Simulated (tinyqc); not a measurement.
## Depth and level of a trap from the time ratio

Inverse problem. For an oxide trap tc/te = exp(E/Vt) with E = E0 - dpsi - (xt/tox)(Vg - VT - dpsi), dpsi being the rise of the surface potential above its value at threshold. Find xt and E0, and the depth that would be read if dpsi were ignored.

Parameters, values chosen for the exercise:
```
symbol  value  unit              meaning
T         250     K          temperature
tox       8.4    nm  insulator thickness
```

Constants: q = 1.602176634e-19 C, kB = 1.380649e-23 J/K, Vt = kB T/q. Results are converted to the units shown.

Vg - VT (V): 0.62  0.77
tc/te: 1.7638768  0.28098044
dpsi (V): 0.078953184  0.084020064

Answer. E + dpsi is a straight line in the oxide voltage Vg - VT - dpsi with slope -xt/tox and intercept E0. Ignoring dpsi assigns the motion of the bands to the trap and overstates its depth.

xt = 2.000 nm
E0 = 0.2200 eV
depth read without dpsi = 2.216 nm

Computed by the program tinyqc: `OMP_NUM_THREADS=1 python tinyqc.py 2710144 2710145 out.jsonl`, one thread of a shared Intel Xeon 2.30GHz, about 0.01 s for the whole run.
